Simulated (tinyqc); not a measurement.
Deformation-potential model of the Delta valleys of a conduction band, step by step. Values are carried at full precision from step to step, so a last printed digit may differ when a step is redone from the rounded ones.

s11 = (C11 + C12)/((C11 - C12)(C11 + 2 C12)), s12 = -C12/((C11 - C12)(C11 + 2 C12)), s44 = 1/C44; exx = s11 sxx + s12 (syy + szz) and cyclic, exy = s44 sxy/2; tension is positive. A uniaxial stress X along the unit vector n is s_ij = X n_i n_j.

Constants: kB = 8.617333262e-05 eV/K; hbar^2/2m0 = 3.80998211 eV angstrom^2.

Parameters, chosen for this exercise (near those of Si; not measured data):
```
symbol  value           unit  meaning
C11     165.8           GPa
C12     62.6            GPa
C44     78.1            GPa
load    uniaxial [100]        kind of stress
X       1.4             GPa   stress
Xd      1.17            eV    dilation potential
Xu      9.36            eV    uniaxial potential
T       350             K     temperature
ml      0.928           m0    longitudinal mass
mt      0.183           m0    transverse mass
```

## Strain from a uniaxial [100] stress

Form the compliances and the strain.

s11, s12, s44 (1/TPa): 7.6054  -2.0845  12.8041

strain tensor:
```
          x          y          z
x  0.010648   0.000000   0.000000
y  0.000000  -0.002918   0.000000
z  0.000000   0.000000  -0.002918
```

## Valley shifts

Valleys with axes along x, y and z, each a pair at +k and -k. Herring-Vogt shift of a valley with unit axis a: dE = Xd tr(e) + Xu a.e.a. Non-degenerate shares n_i = exp(-dE_i/kT)/sum_j exp(-dE_j/kT). Inverse mass tensor of a valley: (1 - a a)/mt + a a/ml; the masses are taken as independent of strain.

Apply the Herring-Vogt formula to each valley.

Xd tr(e) = 5.63 meV

a.e.a: x 0.010648, y -0.002918, z -0.002918

shifts dE (meV): x 105.29, y -21.69, z -21.69

The lowest valleys are y and z, 127.0 meV below the highest; the mean shift over all valleys is (Xd + Xu/3) tr(e) = 20.64 meV.

## Shares of the electrons

Boltzmann factors of the shifts.

kT = 30.161 meV

shares: x 0.0074, y 0.4963, z 0.4963

effective number of valley axes, 1/(largest share) = 2.015

## Conductivity mass tensor

With one scattering time for all valleys the conductivity goes as M = sum_i n_i (inverse mass tensor of valley i); along the unit vector u, 1/m_c = u.M.u. Without stress 1/m_c = (1/ml + 2/mt)/3. Take u along [1-10].

M (1/m0):
```
       x      y      z
x  5.432  0.000  0.000
y  0.000  3.287  0.000
z  0.000  0.000  3.287
```

m_c along [1-10] = 0.2294 m0
m_c without stress = 0.2499 m0

The repopulation alone changes the mobility along [1-10] by +8.9 %; with all electrons in the valleys lightest or heaviest along this direction it would change by +37 or -18 %.

## Effective density of states

Each of the 6 whole valleys has m_d = (ml mt^2)^(1/3) and N = 2 (m_d kT/(4 pi c))^(3/2), c = hbar^2/2m0. Counted from the lowest edge, Nc = N x 2 x sum_i exp(-(dE_i - dE_min)/kT). 1 angstrom^-3 = 1e24 cm^-3.

m_d = 0.3144 m0
N of one valley = 5.575e+18 cm^-3
Nc under stress = 2.246e+19 cm^-3
Nc without stress = 3.345e+19 cm^-3

## Piezoresistance from repopulation

For small stress d(rho)/rho = pi X. For valleys on the cube axes pi11 = -(2/3) Xu (s11 - s12)/kT x (K - 1)/(2K + 1), pi12 = -pi11/2, pi44 = 0, K = ml/mt. For stress along [110]: pi_l = (pi11 + pi12 + pi44)/2 with the current along it and pi_t = (pi11 + pi12 - pi44)/2 with the current along [1-10]. 1/GPa = 100 x 1e-11/Pa.

K = 5.071

pi11, pi12, pi44 (1e-11/Pa): -73.2  36.6  0.0

pi_l, pi_t for [110] (1e-11/Pa): -18.3  -18.3

Only the transfer between valleys is counted; changes of mass and of intervalley scattering add to it in a real crystal.

## Checks

- Conductivity mass at zero stress against 3/(1/ml + 2/mt): both 0.2498637.
- Piezoresistance coefficients by finite differences against the closed form: largest difference 9.0e-09.

Computed by tinyqc, a small Python program: `OMP_NUM_THREADS=1 python tinyqc.py 1081507 1081508 out.jsonl` (the numbers bound the seed that draws the inputs); one thread of a shared host (Intel(R) Xeon(R) Processor @ 2.30GHz), about 0.04 s for the whole set of steps.
